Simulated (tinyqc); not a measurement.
# Thin film between two gates, subbands and threshold shift from confinement, step by step

Numbers from tinyqc (`OMP_NUM_THREADS=1 python tinyqc.py 2350168 2350169 out.jsonl`; about 0.03 s on one thread of a shared Intel Xeon 2.30GHz). Printed values are rounded.

Undoped body with a flat potential across it, hard walls, transport along x. One isotropic valley (g = 1, mx = my = mz = me). Non-parabolicity enters the subband edges through E (1 + al E) = gamma, so E = 2 gamma/(1 + sqrt(1 + 4 al gamma)); motion within a subband is taken as parabolic with the band-edge mass. Energies are counted from the bulk band edge.

Parameters, values chosen for the exercise; masses close to those of InAs:
- T = 300 K (temperature)
- me = 0.0231 m0 (mass at the band edge)
- al = 2.6 1/eV (non-parabolicity)
- t = 8.6 nm (film thickness (along z))
- dl = 0.3 nm (widening of the box by penetration into the insulator)

Constants: q = 1.602176634e-19 C, kB = 1.380649e-23 J/K, hbar = 1.054571817e-34 J s, m0 = 9.1093837015e-31 kg, Vt = kB T/q, hbar^2/(2 m0) = 0.0380998212 eV nm^2. Results are converted to the units shown.

Range of the model: Non-parabolicity also makes carriers heavier within each subband, which is left out, so densities of states are understated at high energy. Levels near or above 1 eV lie beyond real barriers and upper valleys; they are listed for the hard-wall model only.

## Lowest subbands

gamma = C (pi k/(t + dl))^2/mz, C = hbar^2/(2 m0). List the 4 lowest, labelled by quantum numbers, with degeneracy g and N_k: N_k = g sqrt(mx my) m0 kB T/(pi hbar^2).

```
subband,E_k (eV),g,N_k (cm^-2)
1,0.148315,1,2.49461e11
2,0.401956,1,2.49461e11
3,0.672770,1,2.49461e11
4,0.948592,1,2.49461e11
```

## Threshold shift

Each subband has N_k = g sqrt(mx my) m0 kB T/(pi hbar^2); without degeneracy n = exp(EF/Vt) sum N_k exp(-E_k/Vt). Classical value Nc times t, Nc = sum over valleys of 2 g (m m0 kB T/(2 pi hbar^2))^1.5 with m = (mx my mz)^(1/3). Threshold shift dVT = Vt ln(classical value/sum N_k exp(-E_k/Vt)). Use the subbands listed.

shares, subband 1 to 4 (%): [99.9945, 0.0055, 0.0000, 0.0000]
sum N_k exp(-E_k/Vt) = 8.04335e8 cm^-2
Nc = 8.81029e16 cm^-3
classical value = 7.57685e10 cm^-2
dVT = 117.508 mV

With all subbands dVT = 117.5 mV. The lowest edge lies at 148 meV; dVT is smaller than that, since sum N_k exp(-(E_k - E_1)/Vt) exceeds the classical value.
